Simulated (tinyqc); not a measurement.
MOS capacitor on an n-type substrate, surface potential from the exact charge relation: one step of the calculation.

Uniform n-type substrate, Boltzmann statistics, full ionisation, classical densities. psi is the surface potential against the body (positive when the bands bend down) and u = -psi/Vt. Traps are spread evenly over the gap and neutral at flat band, so their charge is -q Dit psi; the minority quasi-Fermi level is shifted by Vb.

Problem. Charges, field and capacitances at the solution. ni = sqrt(Nc Nv) exp(-Eg/(2 Vt)), Eg in volts; phiF = Vt ln(N/ni); Cox = eps0 eox/tox; Vfb = phiM - chi - Vt ln(Nc/N) - q Nf/Cox; Q0 = sqrt(2 eps0 eps_r q N Vt); r = (ni/N)^2 exp(-Vb/Vt); VT = Vfb - [(2 phiF + Vb)(1 + q Dit/Cox) + sqrt(2 eps0 eps_r q N (2 phiF + Vb))/Cox].

u = -psi/Vt; F^2 = exp(-u) + u - 1 + r (exp(u) - u - 1); Qs = +sign(u) Q0 F; Cs = -dQs/dpsi = (Q0/Vt) |1 - exp(-u) + r (exp(u) - 1)|/(2 F). Low frequency: 1/C_LF = 1/Cox + 1/(Cs + q Dit). High frequency, in the simple estimate in which traps and minority carriers do not follow: 1/C_HF = 1/Cox + 1/Cd, Cd being Cs with r = 0 at the same psi. Minority sheet density N_inv = (Q0/(2 q)) int_0^u r (exp(t) - 1)/F(t) dt for u > 0. Oxide field |Qs - q Dit psi + q Nf|/(eps0 eox).

Values chosen for this exercise; band and dielectric values close to those of germanium:
```
symbol    value         unit                                                                 meaning
T           300            K                                                             temperature
Eg        0.669           eV                                                                band gap
eps_r        16                                                                relative permittivity
Nc      1.03e19        cm^-3                                  conduction-band density of states at T
Nv      5.88e18        cm^-3                                     valence-band density of states at T
N        5.3e16        cm^-3                                          donor density of the substrate
eox         3.9               relative permittivity of the gate insulator (close to silicon dioxide)
tox          21           nm                                                     insulator thickness
Nf            0        cm^-2                            fixed charge at the interface, in units of q
Dit           0  cm^-2 eV^-1                                              density of interface traps
Vb            0            V                    reverse bias of the inversion layer against the body
```

Constants: q = 1.602176634e-19 C, kB = 1.380649e-23 J/K, Vt = kB T/q, eps0 = 8.8541878128e-14 F/cm where lengths are in cm. Results are converted to the units shown.

converged psi = -0.18611433 V

Wanted: Qs; N_inv; oxide field; Cs; C_LF/Cox; C_HF/Cox.

Solution.

Qs = 62.10 nC/cm^2
N_inv = 5.763e6 cm^-2
oxide field = 0.1798 MV/cm
Cs = 0.1936 uF/cm^2
C_LF/Cox = 0.5407
C_HF/Cox = 0.5407

The surface is in depletion (borders at |psi| = 0, phiF + Vb and 2 phiF + Vb = 0.411 V).

Program tinyqc, `OMP_NUM_THREADS=1 python tinyqc.py 2060045 2060046 out.jsonl`; Intel Xeon 2.30GHz, shared host, one thread, about 0.01 s.
